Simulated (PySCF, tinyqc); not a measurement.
RKS/B3LYP (VWN-RPA form) in the sto-6g basis, for H4, spin multiplicity 1, step by step. The lowest restricted solution is unstable here: a spin-polarised one lies 0.0387 hartree lower (PySCF). One step of it, computed by the program tinyqc.

Task: Iteration 2 (converged): orbitals. Diagonalise F' = X^T F X, C = X C', fill 2 alpha and 2 beta electrons from the bottom; D = 2 C_occ C_occ^T. Each column has its largest component positive (the first on a tie).

Kohn-Sham matrix F (hartree), lower triangle:
```
           1H 1s      2H 1s      3H 1s      4H 1s
1H 1s  -0.144310
2H 1s  -0.155572  -0.144310
3H 1s  -0.082423  -0.039407  -0.144310
4H 1s  -0.039407  -0.082423  -0.155572  -0.144310
```

X:
```
               1          2          3         4
1H 1s   0.601968   0.538121   0.493000  0.419864
2H 1s  -0.601968  -0.538121   0.493000  0.419864
3H 1s  -0.601968   0.538121  -0.493000  0.419864
4H 1s   0.601968  -0.538121  -0.493000  0.419864
```

Give: F' = X^T F X; orbital energies; coefficients C; D after iteration 2.

Result:

F' = X^T F X (hartree), lower triangle:
```
       1       2       3       4
1  0.079
2  0.000  -0.037
3  0.000   0.000  -0.173
4  0.000   0.000   0.000  -0.297
```

orbital energies (hartree): MO1 -0.297, MO2 -0.173, MO3 -0.037, MO4 0.079

coefficients C:
```
         MO1     MO2     MO3     MO4
1H 1s  0.420   0.493   0.538   0.602
2H 1s  0.420   0.493  -0.538  -0.602
3H 1s  0.420  -0.493   0.538  -0.602
4H 1s  0.420  -0.493  -0.538   0.602
```

D after iteration 2, lower triangle:
```
        1H 1s   2H 1s  3H 1s  4H 1s
1H 1s   0.839
2H 1s   0.839   0.839
3H 1s  -0.134  -0.134  0.839
4H 1s  -0.134  -0.134  0.839  0.839
```
